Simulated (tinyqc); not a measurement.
Changing the junction voltage V: current of a Schottky diode by thermionic-emission-diffusion theory, and its read-back from I-V-T and C-V data. Computed by tinyqc, a small Python program. Command: `OMP_NUM_THREADS=1 python tinyqc.py 3012756 3012757 out.jsonl schottky sweep`. One thread of a shared host (Intel(R) Xeon(R) Processor @ 2.30GHz), about 0.01 s of CPU time with the checks.

Full ionisation, no tunnelling, no recombination current. V is the voltage across the junction itself, forward positive.

Inputs (values chosen for the exercise, modelled on n-type GaN):
```
quantity                                     value           unit
Richardson constant A*                        26.8   A/(cm^2 K^2)
effective density of states at 300 K, N_c  2.2e+18         1/cm^3
permittivity eps                               9.7              -
mobility mu                                    750     cm^2/(V s)
barrier without image force phi_0            0.891             eV
doping N                                   1.7e+16         1/cm^3
series resistance R_s                         0.49  milliohm cm^2
temperature T                                  350              K
```

Barrier: uniform.

Constants: k_B = 8.617333262e-05 eV/K; e = 1.602176634e-19 C; eps_0 = 8.8541878128e-12 F/m.

Method:
- N_c(T) = N_c (T/300 K)^(3/2); V_bi = phi_0 - (k_B T/e) ln(N_c(T)/N); surface field F = sqrt(2 e N (V_bi - V - k_B T/e)/(eps eps_0)); image lowering d_phi = sqrt(e F/(4 pi eps eps_0)); effective barrier phi = phi_0 - d_phi.
- Collection velocity v_R = A* T^2/(e N_c(T)); diffusion velocity v_D = mu F; J = e N_c(T) v_R/(1 + v_R/v_D) exp(-phi/k_B T) [exp(e V/k_B T) - 1].
- Terminal voltage V + J R_s.
- Ideality n = (e/k_B T)/(d ln J/dV) by a central difference of +/- 1 mV; J_0 = J exp(-e V/(n k_B T)); apparent barrier phi_IV = k_B T ln(A* T^2/J_0); a C-V plot gives phi_CV = phi_0, the mean without lowering.

One run for each value:
```
junction voltage V (V)  current density J (A/cm^2)  ideality factor n  image lowering (meV)  terminal voltage (V)
0.15                                     1.601e-04              1.010                 29.71                0.1500
0.23                                     2.178e-03              1.020                 28.58                0.2300
0.31                                     2.920e-02              1.024                 27.30                0.3100
0.39                                     3.868e-01              1.030                 25.80                0.3902
0.47                                     5.027e+00              1.040                 24.00                0.4725
0.55                                     6.308e+01              1.061                 21.65                0.5809
```

What does the table show?

Over the rows, current density J (A/cm^2) rises from 1.60e-4 to 63.1 (exponent d ln y / d ln x 6.1 between the first rows and 16 between the last); ideality factor n rises from 1.01 to 1.06 (exponent d ln y / d ln x 0.022 between the first rows and 0.13 between the last); image lowering (meV) falls from 29.7 to 21.7 (exponent d ln y / d ln x -0.091 between the first rows and -0.65 between the last).  Left out: 0.630, 0.710 (the bias is too near flat band).
